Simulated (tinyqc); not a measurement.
Inside a calculation: Koster-Slater impurity in an sp3s* host. Values are carried at full precision from step to step, so a last printed digit may differ when a step is redone from the rounded ones.

sp3s* tight binding, nearest neighbours only: anion (a) at 0, cation (c) at a/4 (1,1,1), orbitals s, px, py, pz, s* on each; k in units of 2 pi/a. With phases e_j = exp(i (pi/2) k.n_j) for n = (1,1,1), (1,-1,-1), (-1,1,-1), (-1,-1,1): g0 = (e1+e2+e3+e4)/4, g1 = (e1+e2-e3-e4)/4, g2 = (e1-e2+e3-e4)/4, g3 = (e1-e2-e3+e4)/4. The diagonal holds the levels Esa, Epa, Exa (s*) and Esc, Epc, Exc. Anion-cation block: <sa|sc> = Vss g0; <sa|xc> = Vsapc g1; <xa|sc> = -Vscpa g1; <xa|xc> = Vxx g0; <xa|yc> = <ya|xc> = Vxy g3, <xa|zc> = <za|xc> = Vxy g2, <ya|zc> = <za|yc> = Vxy g1; <s*a|xc> = Vxapc g1; <xa|s*c> = -Vpaxc g1; y and z take g2 and g3 in place of g1; s-s* and s*-s* vanish.

Parameters, chosen for this exercise (out of a larger set: near a published set for SiC; not measured data):

| symbol | value | unit | meaning |
|---|---|---|---|
| p | (-8.367, 2.123, -4.9, 4.368, 9.646, 9.233, -12.441, 3.007, 5.857, 9.385, 9.246, 8.739, 4.383) | eV | order Esa, Epa, Esc, Epc, Exa, Exc, Vss, Vxx, Vxy, Vsapc, Vscpa, Vxapc, Vpaxc |
| N | 6 |  | mesh |
| V | -18.3 | eV | shift of the s level |

## The gap of the host

Gaps from the top of the valence band to Gamma, to the minimum on (x,0,0) from 0.5 to 1, and to L; the smallest is Eg.

top of the valence band on the scale of the parameters = 0.0358 eV

gaps (eV): Gamma 5.8919, Delta 2.2419, L 3.4750

Eg (smallest gap of the host) = 2.24188 eV

## Where the weight lies

A defect on an anion site (a) shifts the s level there by Vs or the three p levels by Vp and leaves the rest. A level in the gap solves 1/Vs = G_s(E) (symmetry A1) or 1/Vp = G_p(E) (T2, threefold), with G(E) = (1/N^3) sum over k and bands of w/(E - e), where w is the weight of the state on the s orbital of that site, or the mean weight on its px, py, pz. Mesh: k = f1 (-1,1,1) + f2 (1,-1,1) + f3 (1,1,-1), f = (j + 1/2)/N, j = 0 to N - 1. Energies from the top of the valence band at Gamma; the s* orbital of the site is left as it is. An infinite shift removes the s or p orbitals, the model of the ideal vacancy: G(E) = 0.

For each band: mean energy over the mesh and summed weights; each column of weights adds to one.

Bands:

| band | mean energy (eV) | s weight | p weight |
|---|---|---|---|
| 1 | -16.073 | 0.5770 | 0.0115 |
| 2 | -8.861 | 0.1111 | 0.1087 |
| 3 | -2.144 | 0.0029 | 0.2012 |
| 4 | -1.724 | 0.0006 | 0.2050 |
| 5 | 3.077 | 0.1817 | 0.0256 |
| 6 | 5.767 | 0.0699 | 0.0939 |
| 7 | 8.152 | 0.0003 | 0.1274 |
| 8 | 8.555 | 0.0028 | 0.1261 |
| 9 | 11.833 | 0.0084 | 0.0948 |
| 10 | 16.145 | 0.0452 | 0.0060 |

The filled bands hold 0.692 of the s orbital and 0.526 of each p orbital of the anion. Filled states add positive terms to G in the gap and empty ones negative terms.

## Green functions across the gap

G at nine energies E = Eg j/8.

G(E) (1/eV):

| E (eV) | G_s | G_p |
|---|---|---|
| 0.0000 | -0.02814 | 0.24367 |
| 0.2802 | -0.03789 | 0.16672 |
| 0.5605 | -0.04954 | 0.12904 |
| 0.8407 | -0.06417 | 0.10189 |
| 1.1209 | -0.08361 | 0.08005 |
| 1.4012 | -0.11161 | 0.06122 |
| 1.6814 | -0.15739 | 0.04388 |
| 1.9616 | -0.25472 | 0.02642 |
| 2.2419 | -1.02060 | 0.00079 |

Both fall with E, as dG/dE = -sum w/(E - e)^2 demands. G_s keeps its sign, so the vacancy has no level of this symmetry in the gap. G_p keeps its sign, so the vacancy has no level of this symmetry in the gap.

## A first estimate from the table

A defect that shifts the s level of its anion site by V has a level where the host Green function G_s(E) equals 1/V; E is counted from the top of the valence band. Find it by linear interpolation between the two rows that bracket it.

1/V = -0.05464 1/eV
estimated level = 0.658 eV

## The level and its weight on the defect

Solve by bisection with the full sum. The weight of the bound state on the shifted orbital is G^2/(-G'), which is also dE/dV.

level = 0.6664 eV
G'(E) = -0.05038 1/eV^2
weight on the defect orbital = 0.0593

The level lies 0.666 eV above the valence band and 1.575 eV below the conduction band. Only 5.9 % of it sits on the shifted orbital, the rest on other orbitals (the s* of the same site among them), so a shift of 1 eV moves the level by about 59 meV.

## Checks

- Sum of the s weights over all bands against one: both 1.00000.
- First moment of the s weights against the s level of the site, on the scale of the parameters: both -8.36700.

(tinyqc, `OMP_NUM_THREADS=1 python tinyqc.py 1481879 1481880 out.jsonl`, Intel(R) Xeon(R) Processor @ 2.30GHz, 1 thread, shared host, about 0.09 s.)
